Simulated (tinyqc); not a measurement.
Stretching all distances: RHF, UHF, MP2, CISD and CCSD against full CI in the 3-21g basis, for HeH+, spin multiplicity 1. Computed by the program tinyqc with PySCF. 

Geometry (angstrom):

| atom | x | y | z |
|---|---|---|---|
| He | 0.0000 | 0.0000 | 0.0000 |
| H | 0.0000 | 0.0000 | 0.7430 |

All coordinates are multiplied by the scale. c0^2 is the weight of the RHF determinant in the lowest singlet FCI state (UHF is spin-contaminated and may lie near states of higher spin) and n(LUMO) the first natural occupation beyond the occupied space.

Full CI energy (hartree) and errors against it (kcal/mol):

| scale | distance 1-2 (angstrom) | E(FCI) | RHF | UHF | MP2 | CISD | CCSD | <S^2> UHF | c0^2 | n(LUMO) |
|---|---|---|---|---|---|---|---|---|---|---|
| 0.860 | 0.639 | -2.89451 | 14.449 | 14.449 | 3.340 | 0.000 | 0.000 | 0.000 | 0.994 | 0.011 |
| 1.130 | 0.840 | -2.90968 | 14.651 | 14.651 | 3.537 | 0.000 | 0.000 | 0.000 | 0.992 | 0.014 |
| 1.400 | 1.040 | -2.89588 | 13.702 | 13.702 | 3.351 | 0.000 | 0.000 | 0.000 | 0.992 | 0.014 |
| 1.670 | 1.241 | -2.88094 | 12.421 | 12.421 | 3.003 | 0.000 | 0.000 | 0.000 | 0.993 | 0.012 |
| 1.930 | 1.434 | -2.86980 | 11.322 | 11.322 | 2.690 | 0.000 | 0.000 | 0.000 | 0.994 | 0.010 |
| 2.200 | 1.635 | -2.86193 | 10.502 | 10.502 | 2.461 | 0.000 | 0.000 | 0.000 | 0.995 | 0.009 |
| 2.470 | 1.835 | -2.85703 | 9.992 | 9.992 | 2.322 | 0.000 | 0.000 | 0.000 | 0.996 | 0.008 |
| 2.740 | 2.036 | -2.85416 | 9.697 | 9.697 | 2.240 | 0.000 | 0.000 | 0.000 | 0.996 | 0.007 |

UHF stays equal to RHF over this range. The weight c0^2 goes from 0.99 to 1.00 and n(LUMO) from 0.01 to 0.01: one determinant still serves, as it does when a bond breaks into closed-shell fragments or is not yet far stretched. The spread of the error along the curve, which distorts its shape, is CISD 0.0, CCSD 0.0, MP2 1.3, RHF 5.0, UHF 5.0 kcal/mol. With two electrons CISD and CCSD are exact.
